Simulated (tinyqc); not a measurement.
Inside a calculation. Model: reverse leakage of an n+-p junction: diffusion, generation, trap-assisted and band-to-band tunnelling.

Numbers from tinyqc (`OMP_NUM_THREADS=1 python tinyqc.py 2290053 2290054 out.jsonl`; about 0.01 s on one thread of a shared Intel Xeon 2.30GHz). Printed values are rounded; ~0 in a residual or rate marks an entry under 1e-11 of the largest of its column.

One-sided abrupt junction in the depletion approximation, x from the junction (0) to W on the p side, field F = F0 (1 - x/W). Flat quasi-Fermi levels, long p side. Traps generate through SRH with both lifetimes shortened by 1 + Gamma (Hurkx enhancement, form for moderate fields); band-to-band generation is local and needs a total bending above Eg.

Inputs (values chosen for the exercise); band and dielectric values close to those of silicon: temperature T = 250 K; band gap Eg = 1.12 eV; relative permittivity eps_r = 11.8; conduction-band density of states at T Nc = 2.17e19 cm^-3; valence-band density of states at T Nv = 2.02e19 cm^-3; acceptor density of the lighter side Na = 1.1e17 cm^-3; donor density of the heavier side Nd = 1e19 cm^-3; SRH lifetime of both carriers at zero field tau = 5e-8 s; trap level above the intrinsic level Et = 0 eV; tunnelling mass mt = 0.23 m0; electron diffusion coefficient on the lighter side Dn = 13 cm^2/s; band-to-band prefactor Ab = 6.1e14 cm^-0.5 V^-2.5 s^-1; band-to-band field constant Bb = 1.92e7 V/cm; reverse bias VR = 1.2 V.

Constants: q = 1.602176634e-19 C, kB = 1.380649e-23 J/K, hbar = 1.054571817e-34 J s, m0 = 9.1093837015e-31 kg, Vt = kB T/q, eps0 = 8.8541878128e-14 F/cm where lengths are in cm. Results are converted to the units shown.

Range of the model: The n+ side is degenerate, so Vbi from Boltzmann statistics is only a guide.

## Field, scales and diffusion current

ni = sqrt(Nc Nv) exp(-Eg/(2 Vt)), Eg in volts; Vbi = Vt ln(Na Nd/ni^2); W = sqrt(2 eps0 eps_r (Vbi + VR)/(q Na)); F0 = 2 (Vbi + VR)/W; FG = sqrt(24 mt m0 (kB T)^3)/(q hbar); J_diff = q ni^2 sqrt(Dn/tau)(1 - exp(-VR/Vt))/Na.

ni = 1.075976e8 cm^-3
Vbi = 0.9910053 V
W = 161.1761 nm
F0 = 271.8773 kV/cm
FG = 269.1302 kV/cm
J_diff = 2.719000e-16 A/cm^2

## Generation rates across the layer

u = (Vbi + VR)(1 - x/W)^2, p = Na exp(-u/Vt), n = Nd exp((u - Vbi - VR)/Vt); G0 = ni^2 (1 - exp(-VR/Vt))/(tau (n + p + 2 ni cosh(Et/Vt))); Gamma = 2 sqrt(3 pi)(F/FG) exp((F/FG)^2); trap-assisted part G0 Gamma; G_bb = Ab F^2.5 exp(-Bb/F) with F in V/cm, zero unless Vbi + VR > Eg. 13 equal steps.

```
point	x (nm)	F (kV/cm)	Gamma	G0 (cm^-3 s^-1)	G0 Gamma (cm^-3 s^-1)	G_bb (cm^-3 s^-1)
0	0.0000	271.8773	17.21003	23154.47	3.984891e5	0.005027373
1	12.3982	250.9636	13.66018	7.914758e10	1.081171e12	1.144482e-5
2	24.7963	230.0500	10.89808	1.061906e15	1.157274e16	8.782441e-9
3	37.1945	209.1364	8.727392	1.075976e15	9.390461e15	1.642504e-12
4	49.5926	188.2227	7.003243	1.075976e15	7.535318e15	~0
5	61.9908	167.3091	5.617768	1.075976e15	6.044582e15	~0
6	74.3890	146.3954	4.489874	1.075890e15	4.830609e15	~0
7	86.7871	125.4818	3.557907	8.970560e14	3.191642e15	~0
8	99.1853	104.5682	2.774378	7.147961e12	1.983115e13	~0
9	111.5834	83.6545	2.102098	3.198037e10	6.722587e10	~0
10	123.9816	62.7409	1.511321	4.736118e8	7.157792e8	~0
11	136.3797	41.8273	0.9775810	2.336984e7	2.284591e7	~0
12	148.7779	20.9136	0.4800154	3.842338e6	1.844381e6	0
13	161.1761	0.0000	0	2.104952e6	0	0
```

## Current components

Each current is q times the trapezoid sum of its rate; J adds J_diff; J_bb under 1e-8 of the sum is given as 0.

J_SRH = 1.245483e-9 A/cm^2
J_TAT = 8.459365e-9 A/cm^2
J_bb = 0 A/cm^2
J = 9.704848e-9 A/cm^2

A fine grid gives J = 9.173e-9 A/cm^2; the coarse sum is 5.8 % above it. On the fine grid the largest part is trap-assisted tunnelling (87.1 %). The simple estimate q ni W/(2 tau cosh(Et/Vt)) is 2.34 times the fine-grid J_SRH of 1.187e-9 A/cm^2, since near both edges n or p is large enough to quench generation.
